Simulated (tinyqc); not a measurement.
Standing waves and exposure in a photoresist film: sweeps and comparisons. A value that a table varies takes the place of the one given here.

Normal incidence from air. Unexposed resist: N1 = n1 + i k1 with k1 = (A + B) lam/(4 pi), lam in micrometres. r01 = (1 - N1)/(1 + N1), t01 = 2/(1 + N1). Below the resist lie the layer Na = na + i ka and the substrate Ns = ns + i ks: r12 = (r1a + ras x)/(1 + r1a ras x), x = exp(4 pi i Na da/lam), r1a = (N1 - Na)/(N1 + Na), ras = (Na - Ns)/(Na + Ns). With p = exp(2 pi i N1 d/lam), the field at depth z is E(z) = t01 [exp(2 pi i N1 z/lam) + r12 p^2 exp(-2 pi i N1 z/lam)]/(1 + r01 r12 p^2), the relative intensity I(z) = n1 |E(z)|^2 and the reflectance R = |(r01 + r12 p^2)/(1 + r01 r12 p^2)|^2.

Values chosen for the exercise (a resist on polySi, indices near tabulated ones; not measured data): lam = 193 nm (vacuum wavelength); n1 = 1.679 (resist index); A = 0.12 1/micrometre (bleachable absorption (Dill A)); B = 0.98 1/micrometre (fixed absorption (Dill B)); d = 199 nm (resist thickness); ns = 1.002 (substrate n); ks = 2.26 (substrate k); na = 1.818 (n of the bottom antireflection layer); ka = 0.323 (its k); da = 76 nm (its thickness).

## Swing of the coupled dose with resist thickness

The mean of I is taken over 800 depths; the relative dose to clear is taken as 1/(mean of I over the lowest period, 60 depths), scaled to 1 in the first row.

Swing:

| d (nm) | R | mean I | relative dose |
|---|---|---|---|
| 199.0 | 0.0754 | 0.8322 | 1.000 |
| 208.6 | 0.0734 | 0.8282 | 1.008 |
| 218.2 | 0.0629 | 0.8329 | 1.007 |
| 227.7 | 0.0544 | 0.8372 | 1.009 |
| 237.3 | 0.0563 | 0.8326 | 1.022 |
| 246.9 | 0.0666 | 0.8197 | 1.045 |
| 256.5 | 0.0747 | 0.8077 | 1.065 |
| 266.1 | 0.0728 | 0.8042 | 1.073 |
| 275.6 | 0.0630 | 0.8083 | 1.073 |
| 285.2 | 0.0550 | 0.8119 | 1.076 |
| 294.8 | 0.0568 | 0.8071 | 1.090 |
| 304.4 | 0.0665 | 0.7951 | 1.113 |
| 313.9 | 0.0740 | 0.7843 | 1.133 |

What can be read from the table?

The period is 57.5 nm, six rows. The relative dose swings between 1.000 and 1.133, a ratio (max - min)/mean of 0.126, against the estimate 4 sqrt(|r01|^2 |r12|^2) exp(-(A + B) d) = 0.024 for the oscillating part alone; the ratio from the table also holds the slow rise from absorption, 13.3 % over two periods, so the two are not strictly comparable.

## Tuning the antireflection layer

da takes the values listed; the contrast is (Imax - Imin)/(Imax + Imin) over the lowest period of the resist (60 depths).

Results:

| da (nm) | \|r12\|^2 | contrast |
|---|---|---|
| 0 | 0.4437 | 0.903 |
| 10 | 0.2444 | 0.772 |
| 20 | 0.0825 | 0.524 |
| 30 | 0.0458 | 0.413 |
| 40 | 0.0720 | 0.507 |
| 50 | 0.0832 | 0.502 |
| 60 | 0.0510 | 0.404 |
| 75 | 0.0018 | 0.093 |
| 90 | 0.0133 | 0.233 |
| 110 | 0.0207 | 0.257 |
| 140 | 0.0072 | 0.153 |

What can be read from the table?

|r12|^2 starts at 0.4437 and is lowest, 0.0018, at 75 nm of those listed, where the contrast is 0.093 against 0.903. The contrast follows 2|r|/(1 + |r|^2), so even |r12|^2 = 0.01 leaves about 0.2. Values below 0.01 occur at 75 and 140 nm.

## What moves the exposure

The mean of I is over 800 depths. Each row changes one parameter from the base and keeps the others.

Results:

| case | \|r12\|^2 | R | mean I | I at the bottom |
|---|---|---|---|---|
| base | 0.0009 | 0.0754 | 0.8322 | 0.7879 |
| d = 209 nm | 0.0009 | 0.0731 | 0.8283 | 0.7816 |
| n1 = 1.696 | 0.0012 | 0.0806 | 0.8275 | 0.7913 |
| B = 1.18 1/micrometre | 0.0009 | 0.0750 | 0.8166 | 0.7574 |
| ks = 2.034 | 0.0003 | 0.0708 | 0.8353 | 0.7733 |
| da = 86 nm | 0.0069 | 0.0371 | 0.8724 | 0.6533 |
| ka = 0.42 | 0.0039 | 0.0579 | 0.8586 | 0.7494 |

How do the results move?

The largest shifts from the base row, up to three for each result and ties (the steps differ in size, so this ranks the rows, not the parameters). |r12|^2: da +0.0060, ka +0.0030, ks -0.0006; unchanged at the printed digits by d and B. R: da -0.0382, ka -0.0175, n1 +0.0053. mean I: da +0.0402, ka +0.0263, B -0.0156. I at the bottom: da -0.1345, ka -0.0385, B -0.0305.

(tinyqc, `OMP_NUM_THREADS=1 python tinyqc.py 1650342 1650343 out.jsonl`, Intel(R) Xeon(R) Processor @ 2.30GHz, 1 thread, shared host, about 0.01 s.)
